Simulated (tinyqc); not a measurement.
# Worked calculation: ballistic Schottky-barrier transistor with a two-dimensional channel, WKB contacts

Numbers from tinyqc (`OMP_NUM_THREADS=1 python tinyqc.py 2390064 2390065 out.jsonl`; about 0.1 s on one thread of a shared Intel Xeon 2.30GHz). Printed values are rounded.

Source Fermi level 0, drain Fermi level -Vd. Far from the contacts Ec = pn - psi, and the gate moves psi one to one; the band edges relax as exp(-x/lam) from pn at the source and pn - Vd at the drain; Ev = Ec - Eg. A carrier of energy w inside the channel band meets at a contact a barrier of height D (the contact edge beyond the channel edge): T = 1 for w >= D, else exp(-S), S = 4 lam sqrt(m/C) [sqrt(D - w) - sqrt(w) arctan sqrt((D - w)/w)], C = hbar^2/(2 m0). The two contacts combine as Ts Td/(Ts + Td - Ts Td).

Inputs (values chosen for the exercise); channel values close to those of a tungsten diselenide layer: temperature T = 350 K; band gap Eg = 1.4 eV; barrier for electrons at both contacts pn = 0.8 eV; electron mass mn = 0.34 m0; hole mass mp = 0.42 m0; valleys or subbands g = 2; screening length at the contacts lam = 4.4 nm; drain bias Vd = 0.7 V; band shift psi of the channel by the gate ps = -0.17 V; energy of one carrier inside the channel band w0 = 0.21 eV; upper end of the grid wm = 1.1 eV; points of the grid nE = 15.

Constants: q = 1.602176634e-19 C, kB = 1.380649e-23 J/K, hbar = 1.054571817e-34 J s, h = 6.62607015e-34 J s, m0 = 9.1093837015e-31 kg, Vt = kB T/q, hbar^2/(2 m0) = 0.0380998212 eV nm^2. Results are converted to the units shown.

Range of the model: No scattering, image-force lowering, channel charge or band-to-band tunnelling; parabolic kappa overstates S deep in the gap.

## Band edges and barriers

Electrons: Ds = psi, Dd = psi - Vd, Es = Ec, Ed = Ec + Vd. Holes: Ds = -psi, Dd = Vd - psi, Es = -Ev, Ed = -Ev - Vd. The size of each current is taken; both flow from drain to source and add.

Ec = 0.97 eV
Ev = -0.43 eV
D for electrons (eV): source -0.170000, drain -0.870000
D for holes (eV): source 0.170000, drain 0.870000

A negative D is no barrier. Here the holes carry the larger current.

## Transmission of one of the holes

S and T at both contacts for w = w0, and the tunnelling distance lam ln(D/w) at the higher barrier.

S at the source = 0
S at the drain = 19.1627
combined T = 4.76169e-9
tunnelling distance = 6.25410 nm

## Current of the holes on a coarse grid

I/W = g (2 q^2/h) int T(w) [N(Es + w) - N(Ed + w)] dw with w the energy of motion along the channel, N(y) = (1/2 pi) sqrt(pi m kB T/C) Fm(-y/kB T), Fm(x) = (1/sqrt(pi)) int_0^infinity u^(-1/2)/(1 + exp(u - x)) du. Electrons: Ds = psi, Dd = psi - Vd, Es = Ec, Ed = Ec + Vd. Holes: Ds = -psi, Dd = Vd - psi, Es = -Ev, Ed = -Ev - Vd. The size of each current is taken; both flow from drain to source and add. Simpson's rule on nE equally spaced w from 0 to wm.

```
point	w (eV)	Ts	Td	T	size of the supply difference (1/um)
0	0.00000	3.43808e-11	2.13219e-24	2.13219e-24	546.137
1	0.07857	0.0152291	2.66535e-14	2.66535e-14	456.967
2	0.15714	0.841706	9.10993e-11	9.10993e-11	342.390
3	0.23571	1	2.49527e-8	2.49527e-8	176.986
4	0.31429	1	1.80282e-6	1.80282e-6	32.3187
5	0.39286	1	5.42808e-5	5.42808e-5	2.73545
6	0.47143	1	8.57193e-4	8.57193e-4	0.204385
7	0.55000	1	0.00809329	0.00809329	0.0151157
8	0.62857	1	0.0493717	0.0493717	0.00111706
9	0.70714	1	0.202885	0.202885	8.25465e-5
10	0.78571	1	0.565331	0.565331	6.09986e-6
11	0.86429	1	0.990350	0.990350	4.50756e-7
12	0.94286	1	1	1	3.33091e-8
13	1.02143	1	1	1	2.46141e-9
14	1.10000	1	1	1	1.81888e-10
```

current = 0.00711854 uA/um

A converged quadrature gives 0.007116 uA/um; this grid is 0.033 % above that. 0.0245 % of it passes over both barriers, the rest tunnels. The other carrier adds 7.37e-12 uA/um.
